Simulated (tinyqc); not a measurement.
# From magnetoresistance MR back to density n2

Model: Hall effect and magnetoresistance of several carrier groups with constant relaxation times. Computed by tinyqc, a small Python program. Command: `OMP_NUM_THREADS=1 python tinyqc.py 3028516 3028517 out.jsonl hall2 inv`. One thread of a shared host (Intel(R) Xeon(R) Processor @ 2.30GHz), about 0.02 s of CPU time with the checks.

Group 1 has charge -e and group 2 charge -e; s_i is that sign. B lies along z; mu B is formed with mu in m^2/(V s).

Inputs (values chosen for the exercise, for a model conductor):
```
quantity            value        unit
density n1        1.4e+17      1/cm^3
mobility mu1        15000  cm^2/(V s)
mobility mu2         1400  cm^2/(V s)
magnetic field B    0.068           T
```

Carriers: two electron groups. Densities: per volume.

Constants: e = 1.602176634e-19 C.

Method. sigma_xx = sum n_i e mu_i/(1 + mu_i^2 B^2); sigma_xy = sum s_i n_i e mu_i^2 B/(1 + mu_i^2 B^2). rho_xx = sigma_xx/(sigma_xx^2 + sigma_xy^2); Hall coefficient R_H = sigma_xy/(B (sigma_xx^2 + sigma_xy^2)), with B in V s/cm^2 (1 T = 1e-4 V s/cm^2); magnetoresistance MR = rho_xx(B)/rho_xx(0) - 1. Apparent density 1/(e |R_H|); Hall mobility |R_H|/rho_xx.

Question. A run gave the result below. Find the density n2, known to lie between 1.4e+16 and 2.5e+16 1/cm^3.

magnetoresistance MR = 0.0116816 %

Answer.

Each step takes the trial c = (a f_b - b f_a)/(f_b - f_a), f being the result less the target and a, b, c the logarithms of the listed values; c replaces end b, the old b replaces a if the sign of f changed, and otherwise f_a is halved.

Scan of the range:
```
density n2 (1/cm^3)  magnetoresistance MR (%)
1.40e+16                            0.0078346
1.54e+16                            0.0086021
1.70e+16                            0.0094758
1.87e+16                            0.0104000
2.06e+16                            0.0114281
2.27e+16                            0.0125583
2.50e+16                            0.0137891
```

False position (Illinois rule, in the logarithm of the input) inside the bracket:
```
step        end a        end b        trial  magnetoresistance MR (%)
1     2.06000e+16  2.27000e+16  2.10534e+16                 0.0116727
2     2.27000e+16  2.10534e+16  2.10694e+16                 0.0116813
3     2.27000e+16  2.10694e+16  2.10705e+16                 0.0116819
4     2.10694e+16  2.10705e+16  2.10700e+16                 0.0116816
5     2.10694e+16  2.10700e+16  2.10700e+16                 0.0116816
6     2.10700e+16  2.10700e+16  2.10700e+16                 0.0116816
7     2.10700e+16  2.10700e+16  2.10700e+16                 0.0116816
8     2.10700e+16  2.10700e+16  2.10700e+16                 0.0116816
9     2.10700e+16  2.10700e+16  2.10700e+16                 0.0116816
10    2.10700e+16  2.10700e+16  2.10700e+16                 0.0116816
11    2.10700e+16  2.10700e+16  2.10700e+16                 0.0116816
12    2.10700e+16  2.10700e+16  2.10700e+16                 0.0116816
```

Magnetoresistance MR rises at every point of a 13-point scan of the range (every second point is shown), so one value fits; it is bracketed by 2.06e16 and 2.27e16. Answer: density n2 = 2.107e16 1/cm^3.
